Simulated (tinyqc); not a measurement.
Comparisons within one model: shallow acceptor in the spherical four-band model. A value that a table varies takes the place of the one given here.

The ground state 1S3/2 has an L = 0 part f(r) and an L = 2 part g(r). In units of Ry* and a*, with Gaussians f_i = exp(-a_i r^2), g_i = r^2 exp(-a_i r^2), A = a_i + a_j and I(n) = Gamma((n + 1)/2)/(2 A^((n + 1)/2)): S_ff = I(2), S_gg = I(6), H_ff = (6 a_i a_j/A) I(2) - 2 I(1), H_gg = (14 a_i a_j/A) I(6) - 2 I(5), H_fg = -mu [15 I(2) - 20 a_j I(4) + 4 a_j^2 I(6)]; each function is then normalised. The split-off band is left out.

Converged values use 22 exponents 2.2^i, i = -7 to 14, for f and for g.

Units Ry* = Ry/(g1 eps^2) and a* = a0 eps g1; mu = (6 g3 + 4 g2)/(5 g1) is the spherical heavy-light coupling and delta = (g3 - g2)/g1 the cubic term, which is left out.

Constants: Ry = 13.60569312 eV; a0 (Bohr radius) = 0.5291772105 angstrom.

Inputs chosen for the exercise (near those of a shallow acceptor in Si, where the small spin-orbit splitting and strong warping make this model rough; shifted at random, so the results belong to these values and not to a real crystal):
```
symbol  value                                       unit      meaning
mus     (0.14, 0.25, 0.47, 0.63, 0.78, 0.85, 0.88)            couplings
rc      1.9                                         angstrom  radius of the central cell
Vs      (2, 0, -0.5, -1.5, -2.5, -3.5)              eV        central-cell strengths
g1      4.28                                                  Luttinger gamma1
g2      0.34                                                  gamma2
g3      1.43                                                  gamma3
eps     12.3                                                  dielectric constant
```

## Strength of the heavy-light coupling

Ry* = 21.0120 meV

Converged values in Ry* and a*; the heavy-mass hydrogen model gives 1/(1 - mu).

Results:
```
mu    binding (Ry*)  1/(1 - mu)  ratio  L = 2 weight  <r> (a*)  binding (meV)
0.14          1.018       1.163  0.875         0.008     1.478           21.4
0.25          1.060       1.333  0.795         0.027     1.428           22.3
0.47          1.254       1.887  0.665         0.097     1.237           26.3
0.63          1.588       2.703  0.588         0.178     1.005           33.4
0.78          2.382       4.545  0.524         0.282     0.696           50.1
0.85          3.309       6.667  0.496         0.341     0.513           69.5
0.88          4.038       8.333  0.485         0.369     0.425           84.9
```

The binding starts as 1 + O(mu^2), 1.018 at mu = 0.14, since the coupling enters in second order, and reaches 4.04 at mu = 0.88. The ratio to the heavy-mass model falls from 0.88 to 0.48, towards about 0.44 as mu goes to 1: the bound hole is only partly heavy. The L = 2 weight grows to 0.37 and the radius shrinks by a factor 3.5.

## Central-cell correction

mu = 0.46449
a* = 27.858 angstrom

A short-range term V exp(-r^2/rc^2) is added (negative: attracts the hole); its elements are V S (A/(A + 1/rc^2))^(3/2) for f and ^(7/2) for g, in the same units.

Results:
```
V (eV)  1S binding (meV)  2S binding (meV)  <r> (angstrom)  L = 2 weight
2.0                 24.7              6.95            36.7         0.093
0.0                 26.2              7.14            34.6         0.094
-0.5                26.7              7.20            34.0         0.095
-1.5                28.0              7.36            32.4         0.096
-2.5                29.9              7.58            30.4         0.098
-3.5                32.8              7.89            27.8         0.100
```

From V = 0 to -3.5 eV the 1S binding grows by 6.6 meV (25 %) and the 2S binding by 0.75 meV, so the chemical shift sits mainly in the ground state. A repulsion of 2 eV removes 1.5 meV. The slope is 2.91 meV per eV over the last step against 0.74 on the repulsive side, since attraction pulls the state into the cell; over this range the level stays shallow.

## What each parameter does

Converged values. Each row changes one parameter from the base and keeps the others.

Results:
```
case           mu  Ry* (meV)  binding (meV)  <r> (angstrom)
base        0.464      21.01          26.19            34.6
g1 = 4.62   0.430      19.47          23.43            38.5
g2 = 0.29   0.455      21.01          25.93            34.9
g3 = 1.32   0.434      21.01          25.37            35.6
eps = 11.4  0.464      24.46          30.49            32.1
```

The largest shifts from the base row, up to three for each result and ties (the steps differ in size, so this ranks the rows, not the parameters). mu: g1 -0.034, g3 -0.031, g2 -0.009; unchanged at the printed digits by eps. Ry* (meV): eps +3.45, g1 -1.55; unchanged at the printed digits by g2 and g3. binding (meV): eps +4.30, g1 -2.76, g3 -0.82. <r> (angstrom): g1 +3.9, eps -2.5, g3 +1.0. g1 acts twice: it lowers Ry* and it lowers mu.

(tinyqc, `OMP_NUM_THREADS=1 python tinyqc.py 1252337 1252338 out.jsonl`, Intel(R) Xeon(R) Processor @ 2.30GHz, 1 thread, shared host, about 0.07 s.)
